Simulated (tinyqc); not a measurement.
Fermi level and growth conditions: formation energy of a charged point defect from supercell energies. Computed by tinyqc, a small Python program. Command: `OMP_NUM_THREADS=1 python tinyqc.py 3026595 3026596 out.jsonl formation walk`. One thread of a shared host (Intel(R) Xeon(R) Processor @ 2.30GHz), about 0.01 s of CPU time with the checks.

The host is a compound AB. Making the defect adds n_A = 0, n_B = -1 atoms to the cell. All total energies are inputs. E_F is counted from the valence-band maximum (VBM); x = 0 is A-rich and x = 1 B-rich growth.

Inputs (values chosen for the exercise, with gap and screening modelled on 4H-SiC):
```
quantity,value,unit
gap E_g,3.19,eV
E_VBM of the host cell,2.063,eV
potential alignment dV,-0.023,eV
dielectric constant eps,9.55,-
cell length L,9.03,angstrom
mu_B of the pure element,-6.522,eV
formation enthalpy dH of AB,-0.841,eV
growth condition x,0.59,-
```

Defect: vacancy of B. Supercell lattice: sc.

charge states q: [2, 1, 0, -1, -2]

E(defect, q) - E(host), in the order of q (eV): [1.014, 5.214, 9.241, 12.707, 16.619]

Constants: e^2/(4 pi eps_0) = 14.39964548 eV angstrom.

Method:
- dmu_A = x dH and dmu_B = (1 - x) dH, so that dmu_A + dmu_B = dH; mu = mu(element) + dmu.
- The reservoir term is sum n_i mu_i.
- Image-charge correction of a point charge in a neutralising background: E_corr = q^2 alpha e^2/(4 pi eps_0) / (2 eps L), alpha = 2.837297 for a sc array with L the cube root of the volume.
- E_f(q, E_F) = [E(defect, q) - E(host)] - sum n_i mu_i + q (E_VBM + dV + E_F) + E_corr(q).
- Each entry is the lowest E_f over q.

E_f(q, 0) (eV): (q=+2) -0.82527, (q=+1) 0.62407, (q=0) 2.37419, (q=-1) 4.03707, (q=-2) 6.61973

sum n_i mu_i = 6.86681 eV

Lowest formation energy (eV):
```
E_F (eV),stable q,"A-rich, x = 0",x = 0.5,"B-rich, x = 1"
0.000,+2,-1.3215,-0.9010,-0.4805
0.399,+2,-0.5235,-0.1030,0.3175
0.798,+2,0.2745,0.6950,1.1155
1.196,+2,1.0705,1.4910,1.9115
1.595,+1,1.7229,2.1434,2.5639
1.994,-1,1.5469,1.9674,2.3879
2.392,-1,1.1489,1.5694,1.9899
2.791,-2,0.5415,0.9620,1.3825
3.190,-2,-0.2565,0.1640,0.5845
```

What does the comparison show, and why?

Going from A-rich to B-rich growth shifts every line by +0.841 eV and moves no transition level. The slope of the envelope is the stable charge, so E_f is highest at E_F = 1.59 eV of those listed, and it falls on both sides: the defect is amphoteric and compensates either doping. Under A-rich growth E_f turns negative for part of the gap, so in equilibrium E_F cannot enter that part. Under B-rich growth E_f turns negative for part of the gap, so in equilibrium E_F cannot enter that part. Caution: the largest image-charge correction in these energies, q^2 alpha e^2/(8 pi eps_0 eps L) with alpha = 2.837297, exceeds a quarter of the gap; the point-charge term alone is then a rough estimate, usually too large for a charge that is spread out. Caution: E_f at E_F = 0 is negative for at least one charge state, so in equilibrium E_F cannot reach the valence-band maximum.

Extremes, crossings and ranges named in words are read from the listed rows.
